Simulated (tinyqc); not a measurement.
Six-transistor SRAM cell, nodal equations and margins: one step of the calculation.

Two cross-coupled inverters (pull-down bn, pull-up bp) hold the nodes Q and QB; access transistors (ba, threshold VTn, gate on the word line at Vdd when selected) join them to the bit lines. Transistor (EKV form, voltages against the body): I = 2 n b Vt^2 [F(vp - Vs) - F(vp - Vd)] from drain to source, F(v) = ln^2(1 + exp(v/(2 Vt))), vp = (Vg - VT + sg |Vd - Vs|)/n. n-channel bodies are at 0; for the p-channel device all voltages are counted down from Vdd. b in uA/V^2 gives I in uA. For an access transistor the bit line is the drain and the node the source. In a read both bit lines are at Vdd. The cell is symmetric (no mismatch).

Problem. Read current and disturbance. Iread = Ia(bit line at Vdd, source Q); cell ratio bn/ba; time to pull a bit line of 20 fF down by 0.1 V at that current.

Inputs (values chosen for the exercise):
```
symbol,value,unit,meaning
T,325,K,temperature
Vdd,0.4,V,supply voltage
n,1.18,,slope factor
sg,0.063,,drain-induced barrier lowering
VTn,0.27,V,n-channel threshold
bn,210,uA/V^2,gain factor of the pull-down transistor
ba,84,uA/V^2,gain factor of the access transistor
```

Constants: q = 1.602176634e-19 C, kB = 1.380649e-23 J/K, Vt = kB T/q. Results are converted to the units shown.

(Q, QB) (V): Q 0.027267173, QB 0.39915961

Wanted: Iread; cell ratio; time.

Solution.

Iread = 0.61166 uA
cell ratio = 2.5000
time = 3269.8 ps

Program tinyqc, `OMP_NUM_THREADS=1 python tinyqc.py 2340174 2340175 out.jsonl`; Intel Xeon 2.30GHz, shared host, one thread, about 0.2 s.
